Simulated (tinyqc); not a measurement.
What moves the results: strain-driven crossing of the Gamma and L valleys in a germanium-like crystal alloyed with tin. A value that a table varies takes the place of the one given here.

Biaxial loads: e0 is the in-plane strain e_par and the normal is free. (001): e_perp = -2 (C12/C11) e_par; exx = eyy = e_par, ezz = e_perp, no shear. (111): e_perp = -(2 C11 + 4 C12 - 4 C44)/(C11 + 2 C12 + 4 C44) e_par; exx = eyy = ezz = (2 e_par + e_perp)/3 and exy = eyz = ezx = (e_perp - e_par)/3. (110): e_perp = -(C11 + 3 C12 - 2 C44)/(C11 + C12 + 2 C44) e_par; exx = eyy = (e_par + e_perp)/2, ezz = e_par, exy = (e_perp - e_par)/2, eyz = ezx = 0. Uniaxial loads: a stress along n, scaled so that n.e.n = e0, with exx = s11 sxx + s12 (syy + szz), exy = s44 sxy/2, s11 = (C11 + C12)/((C11 - C12)(C11 + 2 C12)), s12 = -C12/((C11 - C12)(C11 + 2 C12)), s44 = 1/C44.

Edges from the unstrained valence top: Gamma at Eg + ac tr(e); an L valley with unit axis u at EgL + aL tr(e) + XuL (u.e.u - tr(e)/3), u along [111], [1-1-1], [-11-1], [-1-11]; valence edges are the levels of the 6 x 6 matrix of X, Y, Z times spin with -Dso/3 + l exx + m (eyy + ezz) on the diagonal (cyclic), n exy off it, l = av + 2 b, m = av - b, n = sqrt(3) d. Spin-orbit term (Dso/3) L.sigma on X, Y, Z with (L_k)_ij = -i epsilon_kij: <X+|H|Y+> = -i Dso/3, <X+|H|Z-> = Dso/3, <Y+|H|Z-> = -i Dso/3, <Z+|H|X-> = -Dso/3, <Z+|H|Y-> = i Dso/3, <X-|H|Y-> = i Dso/3, and their conjugates; + and - are the spin along z.

With tin the unstrained gaps become E(y) = (1 - y) E + y EgS - CS y (1 - y); all other values are kept.
Constants: kB = 8.617333262e-05 eV/K.

Parameters, chosen for this exercise (near those of Ge, gaps at low temperature; shifted at random, so the results belong to these values and not to a real crystal): Eg = 0.908 eV (gap at Gamma to the s-like level); EgL = 0.735 eV (gap to L); Dso = 0.286 eV (spin-orbit splitting); ac = -8.33 eV (conduction deformation potential); av = 1.23 eV (valence hydrostatic potential); b = -2.57 eV (tetragonal shear potential); d = -5.4 eV (trigonal shear potential); aL = -1.58 eV (hydrostatic potential of the L edge, Xd + Xu/3); XuL = 15.65 eV (uniaxial potential, L); y = 0.033 (tin fraction); EgS = (-0.374, 0.066) eV (Gamma and L gaps of the tin end); CS = (2.03, 1.05) eV (bowing of the Gamma and L gaps); C11 = 126 GPa; C12 = 47.6 GPa; C44 = 67.9 GPa; load = biaxial (001) (kind of strain); mG = 0.0404 m0 (mass at Gamma); mL = 0.553 m0 (density-of-states mass of the four L valleys together); T = 300 K (temperature); e0 = 0.0113 (size of the strain).

## Which strain makes the gap direct

For tension the difference Gamma minus lowest L is linear in e0; slope per 1 % and the e0 at which it vanishes (a dash: no crossing below 15 %), with the gap there.

Results:
```
load            slope (meV per 1 %)  crossing e0 (%)  gap at the crossing (eV)
biaxial (001)                 -84.0             1.45                     0.541
biaxial (110)                 -31.4             3.87                    -0.044
biaxial (111)                  28.9                -                         -
uniaxial [100]                -30.5             3.99                     0.498
uniaxial [111]                 -7.6                -                         -
uniaxial [110]                 10.8                -                         -
```

What does this show, and why?

The smallest strain is needed for biaxial (001) (1.45 %), then biaxial (110) (3.87 %). No crossing below 15 % is found for biaxial (111), uniaxial [111] and uniaxial [110]: shear splits the L valleys and pulls the lowest down nearly as fast as, or faster than, Gamma. Loads without off-diagonal strain, (001) and [100], gain (ac - aL) tr(e) = -68 meV per 1 % of volume. Crossings beyond about 3 % are sensitive to second-order terms, left out here. For uniaxial [111] the slope is a near cancellation, so terms beyond this linear model decide. A gap at or below zero marks a crossing beyond the range of this linear model.

## Sweep of a biaxial (001) strain

The valence splitting is the distance of the top two edges. Share in Gamma = mG^(3/2)/(mG^(3/2) + (mL^(3/2)/4) sum_i exp(-(E_Li - E_Gamma)/kT)).

Results:
```
e0 (%)  direct gap (eV)  indirect gap (eV)  Gamma - L (meV)  valence splitting (meV)  share in Gamma (%)
-0.72             0.854              0.672              182                       57             0.00173
-0.27             0.821              0.677              144                       23             0.00747
0.17              0.773              0.665              107                       16              0.0312
0.62              0.694              0.625               69                       61               0.135
1.06              0.614              0.581               32                      109               0.559
1.51              0.529              0.534               -5                      161                2.37
1.95              0.443              0.486              -42                      214                9.21
2.40              0.355              0.435              -80                      269                30.4
```

What can be read from the table?

Gamma drops below the lowest L valley between e0 = 1.06 and 1.51 %. The direct gap goes from 0.854 to 0.355 eV; of that change -0.128 eV comes from the rise of the valence top through the shear terms and the rest from the volume. The share in Gamma goes from 0.00173 to 30.4 %.

## What each parameter does

Direct gap, Gamma minus the lowest L edge and the valence splitting. Each row changes one parameter from the base and keeps the others.

Results:
```
case              direct gap (eV)  Gamma - L (meV)  valence splitting (meV)
base                       0.6007             26.6                    116.7
C12 = 54.74 GPa            0.6079             35.2                    125.1
XuL = 17.9975 eV           0.6007             26.6                    116.7
ac = -9.5795 eV            0.5831              9.0                    116.7
aL = -1.817 eV             0.6007             29.9                    116.7
d = -6.21 eV               0.6007             26.6                    116.7
Dso = 0.2431 eV            0.5988             26.6                    118.7
C44 = 78.085 GPa           0.6007             26.6                    116.7
```

What does this show?

The largest shifts from the base row, up to three for each result and ties (the steps differ in size, so this ranks the rows, not the parameters). direct gap (eV): ac -0.0176, C12 +0.0072, Dso -0.0019; unchanged at the printed digits by XuL, aL, d and C44. Gamma - L (meV): ac -17.6, C12 +8.6, aL +3.3; unchanged at the printed digits by XuL, d, Dso and C44. valence splitting (meV): C12 +8.3, Dso +1.9; unchanged at the printed digits by XuL, ac, aL, d and C44.

(tinyqc, `OMP_NUM_THREADS=1 python tinyqc.py 1050320 1050321 out.jsonl`, Intel(R) Xeon(R) Processor @ 2.30GHz, 1 thread, shared host, about 0.01 s.)
